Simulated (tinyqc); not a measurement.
# Band bending at a free surface with a continuum of surface states, surface photovoltage and Kelvin probe: what changes with what

n-type bulk, xi = Ec - EF = Vt ln(Nc/Nd), p0 = ni^2/Nd, ni = sqrt(Nc Nv) exp(-Eg/(2 Vt)), Eg in volts. b is the upward band bending, u = b/Vt. Space charge per area, in units of q: Qc = sign(b) sqrt((2 eps0 eps_r Vt/q) [(Nd + dn)(exp(-u) - 1) + Nd u + (p0 + dn)(exp(u) - 1)]), with dn the excess density under light (flat quasi-Fermi levels; 0 in the dark). The states hold -Ds (E0 - xi - b): negative while the Fermi level lies above the neutrality level. Neutrality: Qc + Qf + (charge of the states) = 0.

Parameters, values chosen for the exercise; band and dielectric values close to those of silicon: temperature T = 300 K; band gap Eg = 1.1 eV; relative permittivity eps_r = 11.7; conduction-band density of states at T Nc = 2.81e19 cm^-3; valence-band density of states at T Nv = 2.66e19 cm^-3; electron affinity chi = 4.11 eV; donor density Nd = 1.5e15 cm^-3; fixed positive charge at the surface Qf = 0 cm^-2; work function of the probe tip pt = 5.27 eV; density of surface states Ds = 9.8e12 cm^-2 eV^-1; depth of their neutrality level below the conduction edge E0 = 0.41 eV.

Constants: q = 1.602176634e-19 C, kB = 1.380649e-23 J/K, Vt = kB T/q, eps0 = 8.8541878128e-14 F/cm where lengths are in cm. Results are converted to the units shown.

Each table varies one quantity; the others keep the values above.

## Kelvin-probe contrast of the doping

Work function chi + xi + b; contact potential difference CPD = (work function of the sample) - pt. b solves the neutrality condition in the dark.

Kelvin-probe contrast of the doping:
```
Nd (cm^-3)  xi (eV)    b (V)  CPD (mV)
1.1e14       0.3219  0.08716    -751.0
4.5e14       0.2855   0.1221    -752.4
1.9e15       0.2482   0.1560    -755.8
8.2e15       0.2104   0.1863    -763.3
3.5e16       0.1729   0.2078    -779.3
1.5e17       0.1353   0.2132    -811.5
6.3e17      0.09818   0.1928    -869.0
2.7e18      0.06056   0.1430    -956.5
```

Read the table: what changes, and by how much?

xi falls by 261 mV over the table and the CPD by 205 mV; b goes from 0.0872 through a maximum of 0.213 (at Nd = 1.5e17 cm^-3 among the rows listed) to 0.143 V. Between the first two rows the CPD follows 4.00 % of the change of xi, and between the last two 232 %. It is below 100 % where b rises with the doping (pinning hides it). It exceeds 100 % where b falls as the doping rises.

## Pinning by the surface states

Same model as above.

Pinning by the surface states:
```
Ds (cm^-2 eV^-1)     b (V)  xi + b (eV)  Qc (cm^-2)
2.4e10            0.006091       0.2604     3.590e9
6.7e10             0.01683       0.2712     9.302e9
1.8e11             0.04229       0.2966    2.041e10
5.1e11             0.08742       0.3418    3.480e10
1.4e12              0.1244       0.3787    4.377e10
3.9e12              0.1434       0.3978    4.777e10
1.1e13              0.1512       0.4055    4.932e10
2.9e13              0.1539       0.4083    4.986e10
8.1e13              0.1550       0.4094    5.007e10
```

b rises from 0.00609 to 0.155 V. The Fermi level moves towards E0 = 0.41 eV and is within 0.618 meV of it in the last row; it is half-way there at the Ds that solves Ds b = Qc(b) + Qf with b = (E0 - xi)/2, 4.13e11 cm^-2 eV^-1.

Numbers from tinyqc (`OMP_NUM_THREADS=1 python tinyqc.py 2430031 2430032 out.jsonl`; about 0.01 s on one thread of a shared Intel Xeon 2.30GHz).
